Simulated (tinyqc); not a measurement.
# On-chip interconnect, size-dependent resistivity and RC delay: effects of single changes

A rectangular line between two neighbours and two ground planes. Surface and grain-boundary scattering are added to the bulk resistivity as corrections; capacitances are parallel-plate values without fringing; inductance is ignored.

Inputs (values chosen for the exercise); metal values close to those of cobalt:
- rho0 = 6.24 uohm cm (bulk resistivity)
- lam = 11.7 nm (bulk mean free path)
- ps = 0 (specular share of surface scattering)
- Rg = 0.57 (reflection coefficient of grain boundaries)
- gr = 0.7 (grain size over the metal width)
- wd = 9.8 nm (drawn line width)
- AR = 2.3 (aspect ratio, height over width)
- tl = 0.9 nm (liner on both walls and the bottom, not conducting)
- sp = 9.8 nm (space to the neighbouring lines)
- hd = 15 nm (dielectric height to the planes above and below)
- ek = 3 (relative permittivity of the dielectric)
- Mf = 1 (Miller factor of the neighbours)
- Lw = 210 um (line length)
- Rd = 2400 ohm (driver resistance)
- Cl = 0.2 fF (load capacitance)
- rho2 = 7.74 uohm cm (bulk resistivity of the second metal (close to ruthenium))
- lam2 = 6.67 nm (mean free path of the second metal)
- tl2 = 0.4 nm (liner of the second metal)

Constants: eps0 = 8.8541878128e-12 F/m. Results are converted to the units shown.

Each table varies one quantity; the others keep the values above.

## Delay against the liner thickness

Metal width x = wd - 2 tl, height y = AR wd - tl; grain boundaries (Mayadas-Shatzkes): al = (lam/(gr x)) Rg/(1 - Rg), g = 1/[1 - 3 al/2 + 3 al^2 - 3 al^3 ln(1 + 1/al)] - 1; surfaces (Fuchs-Sondheimer, thick limit): s = (3/8) lam (1 - ps)(1/x + 1/y); rho = rho0 (1 + g + s); r = rho/(x y); c = eps0 ek (2 wd/hd + 2 Mf AR wd/sp). Elmore delay tE = Rd (c Lw + Cl) + r Lw (c Lw/2 + Cl); t50 is the time at which the far end of a ladder of 30 pi sections (half capacitances at both ends, Cl at the far end, a step applied through Rd) reaches half the step; line share r Lw/(Rd + r Lw); estimate 0.69 Rd (c Lw + Cl) + 0.38 r c Lw^2 + 0.69 r Lw Cl.

The same in every row: c (fF/um) = 0.1569.

Delay against the liner thickness:

| tl (nm) | rho (uohm cm) | r (ohm/um) | tE (ps) | t50 (ps) | estimate (ps) | line share of the resistance (%) |
|---|---|---|---|---|---|---|
| 0 | 29.40 | 1331 | 4740 | 3590 | 3593 | 99.15 |
| 0.4 | 31.34 | 1573 | 5588 | 4232 | 4236 | 99.28 |
| 0.9 | 34.32 | 1982 | 7021 | 5318 | 5325 | 99.43 |
| 1.3 | 37.29 | 2438 | 8618 | 6528 | 6537 | 99.53 |
| 1.8 | 42.07 | 3272 | 1.154e4 | 8738 | 8752 | 99.65 |
| 2.2 | 47.16 | 4294 | 1.511e4 | 1.145e4 | 1.147e4 | 99.73 |
| 2.6 | 54.01 | 5889 | 2.070e4 | 1.568e4 | 1.571e4 | 99.81 |
| 3.1 | 66.84 | 9551 | 3.352e4 | 2.539e4 | 2.544e4 | 99.88 |

What does the comparison show?

As tl goes from 0 to 3.1, r rises from 1330 to 9550 ohm/um, c stays at 0.157 fF/um and t50 rises from 3590 to 25400 ps. t50/tE stays at 0.757, and the estimate is within 0.20 % of t50.

## Two metals against line width

Metal width x = wd - 2 tl, height y = AR wd - tl; grain boundaries (Mayadas-Shatzkes): al = (lam/(gr x)) Rg/(1 - Rg), g = 1/[1 - 3 al/2 + 3 al^2 - 3 al^3 ln(1 + 1/al)] - 1; surfaces (Fuchs-Sondheimer, thick limit): s = (3/8) lam (1 - ps)(1/x + 1/y); rho = rho0 (1 + g + s); r = rho/(x y). The second metal has rho2, lam2 and tl2 in place of rho0, lam and tl; ps, Rg, gr and AR are shared.

Results:

| wd (nm) | rho, first (uohm cm) | rho, second (uohm cm) | r, first (ohm/um) | r, second (ohm/um) | ratio second/first |
|---|---|---|---|---|---|
| 5 | 75.37 | 45.57 | 2.222e4 | 9775 | 0.4399 |
| 6.5 | 53.61 | 35.75 | 8118 | 4311 | 0.5310 |
| 8 | 42.32 | 30.01 | 3900 | 2315 | 0.5937 |
| 10 | 33.65 | 25.25 | 1857 | 1214 | 0.6540 |
| 13 | 26.42 | 21.02 | 813.4 | 583.9 | 0.7179 |
| 22 | 17.56 | 15.47 | 174.9 | 145.4 | 0.8313 |
| 30 | 14.41 | 13.39 | 75.01 | 66.87 | 0.8915 |
| 45 | 11.62 | 11.51 | 26.22 | 25.26 | 0.9634 |
| 70 | 9.686 | 10.17 | 8.870 | 9.153 | 1.032 |
| 120 | 8.252 | 9.167 | 2.538 | 2.790 | 1.099 |

Estimate the missing row, wd = 17 nm.

Computed row:

| wd (nm) | rho, first (uohm cm) | rho, second (uohm cm) | r, first (ohm/um) | r, second (ohm/um) | ratio second/first |
|---|---|---|---|---|---|
| 17 | 21.19 | 17.80 | 365.0 | 283.9 | 0.7777 |

With this row back in the table: The resistivity of the first metal falls from 75.4 to 8.25 uohm cm and that of the second goes from 45.6 to 9.17 uohm cm as the line widens. The products rho0 lam, which set the size effect, are 73.0 and 51.6 uohm cm nm. The two resistances cross at wd = 56.5 nm: below it the second metal gives the lower line resistance. For widths well under the mean free path the thick-limit surface term is only a guide.

Range of the model: The metal width is under the mean free path, where the thick-limit surface term and the simple sum of corrections lose accuracy.

tinyqc, about 0.01 s, one thread, Intel Xeon 2.30GHz (shared host): `OMP_NUM_THREADS=1 python tinyqc.py 2100119 2100120 out.jsonl`
